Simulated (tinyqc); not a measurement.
# Worked calculation: capacitance measurement on a leaky thin oxide: effects of series resistance and leakage

Numbers from tinyqc (`OMP_NUM_THREADS=1 python tinyqc.py 2022137 2022138 out.jsonl`; about 0.01 s on one thread of a shared Intel Xeon 2.30GHz). Printed values are rounded.

The device is a capacitance C in parallel with a leakage conductance G, in series with Rs and Ls. An impedance meter reports either a parallel pair (Cp, Gp) from Y = 1/Z = Gp + i w Cp or a series pair (Cs, Rm) from Z = Rm + 1/(i w Cs); w = 2 pi f, dissipation D = Gp/(w |Cp|).

Parameters, values chosen for the exercise; values of the order met in thin-oxide MOS capacitors:
```
symbol  value    unit                                                                 meaning
eox       3.9          relative permittivity of the gate insulator (close to silicon dioxide)
tox         2      nm                                                     insulator thickness
A        2500    um^2                                                               gate area
zc       0.44      nm              oxide-equivalent thickness added by the accumulation layer
zp          0      nm                      oxide-equivalent thickness added by gate depletion
Jg      0.012  A/cm^2              gate leakage current density, not matched to the thickness
Vs       0.42       V                               voltage for an e-fold rise of the leakage
Rs        9.2     ohm                                                       series resistance
Ls          0      nH                                                       series inductance
f         1e6      Hz                                                     measuring frequency
```

Constants: eps0 = 8.8541878128e-14 F/cm where lengths are in cm. Results are converted to the units shown.

## True capacitance and conductance

EOT = 3.9 tox/eox; CET = EOT + zc + zp; C = 3.9 eps0 A/CET; G = Jg A/Vs.

EOT = 2 nm
CET = 2.44 nm
C = 35.3805 pF
G = 0.714286 uS

## What the meter reports

Z = Rs + i w Ls + 1/(G + i w C).

Z = 23.65-4498.34i ohm
Cp = 35.3799 pF
Gp = 1.16892 uS
Cs = 35.3808 pF
D = 0.00525833

Cp is within 0.01 % of C and Cs is within 0.01 % of it; G Rs = 6.57e-6, w C Rs = 0.00205 and G/(w C) = 0.00321.
